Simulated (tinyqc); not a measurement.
Adsorption as a lattice gas: isotherms with interactions, competition, desorption peaks and saturation dose: one step, computed by the program tinyqc. Command: `OMP_NUM_THREADS=1 python tinyqc.py 3021839 3021840 out.jsonl adsorb walk`. One thread of a shared host (Intel(R) Xeon(R) Processor @ 2.30GHz), about 0.3 s of CPU time with the checks.

One adsorbate per site; a molecule needs 2 empty sites. Gas and surface have the same temperature.

Task: Dose to saturate, flat and in a hole. Without desorption or interaction, 99 % coverage needs the time 99 N_s/(2 s0 F). For a round hole of aspect ratio a in molecular flow with unit sticking (Gordon), the time is N_s/(2F) x [1 + (19/4) a + (3/2) a^2]. The larger of the two times is a rough guide.

Inputs (values chosen for the exercise, for a model surface):
```
quantity                                          value    unit
desorption energy E                                1.03      eV
prefactor nu                                    1.7e+13     1/s
site density N_s                                    9.5  1/nm^2
sticking coefficient s0                            0.03       -
temperature T                                       469       K
aspect ratio a (depth over diameter) of a hole        5       -
```

Adsorption: dissociative (second order).

flux F = 662.5083 1/(nm^2 s)

Give: time on a flat surface; time for the hole.

Result:

time on a flat surface = 23.660 s

time for the hole = 0.44632 s

The surface reaction is the slower step. Caution: with k_d = nu exp(-E/(k_B T)) of these inputs desorption is not negligible over the time on a flat surface, so without interaction 99 % coverage is not reached.
